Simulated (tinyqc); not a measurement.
Sweep of a uniaxial [110] stress: deformation-potential model of the X valleys of a conduction band.

Valleys with axes along x, y and z, one whole valley each. Herring-Vogt shift of a valley with unit axis a: dE = Xd tr(e) + Xu a.e.a. Non-degenerate shares n_i = exp(-dE_i/kT)/sum_j exp(-dE_j/kT). Inverse mass tensor of a valley: (1 - a a)/mt + a a/ml; the masses are taken as independent of strain.

s11 = (C11 + C12)/((C11 - C12)(C11 + 2 C12)), s12 = -C12/((C11 - C12)(C11 + 2 C12)), s44 = 1/C44; exx = s11 sxx + s12 (syy + szz) and cyclic, exy = s44 sxy/2; tension is positive. A uniaxial stress X along the unit vector n is s_ij = X n_i n_j.

Constants: kB = 8.617333262e-05 eV/K.

Values chosen for the exercise (near those of GaP; the results hold for these values, not for the real material): ml = 2.062 m0 (longitudinal mass); mt = 0.251 m0 (transverse mass); Xd = 1.5 eV (dilation potential); Xu = 6.24 eV (uniaxial potential); C11 = 142.9 GPa; C12 = 63.5 GPa; C44 = 71.6 GPa; load = uniaxial [110] (kind of stress); T = 77 K (temperature).

m_c = 1/(u.M.u) along [1-10] with M = sum_i n_i (inverse mass tensor); gain against zero stress at a fixed scattering time.

Results:
```
X (GPa)  spread (meV)  lowest edge (meV)    n x    n y    n z  m_c (m0)  gain (%)
-1.50            58.9              -39.5  0.500  0.500  0.000    0.4475     -20.7
-0.75            29.5              -19.8  0.497  0.497  0.006    0.4455     -20.3
-0.30            11.8               -7.9  0.461  0.461  0.078    0.4218     -15.9
0.00              0.0                0.0  0.333  0.333  0.333    0.3549       0.0
0.30             11.8               -3.9  0.126  0.126  0.747    0.2824      25.7
0.75             29.5               -9.7  0.012  0.012  0.977    0.2536      40.0
1.50             58.9              -19.4  0.000  0.000  1.000    0.2510      41.4
```

Along [1-10] the gain is -20.7 % at -1.50 GPa and +41.4 % at 1.50 GPa. The slope at zero stress (from +/- 0.001 GPa), +81.7 % per GPa, carried to the ends would give -123 and +123 %; the response falls behind at both ends, as it saturates once the spread passes a few kT (kT = 6.6 meV, spread up to 59 meV).

(tinyqc, `OMP_NUM_THREADS=1 python tinyqc.py 1081368 1081369 out.jsonl`, Intel(R) Xeon(R) Processor @ 2.30GHz, 1 thread, shared host, about 0.03 s.)
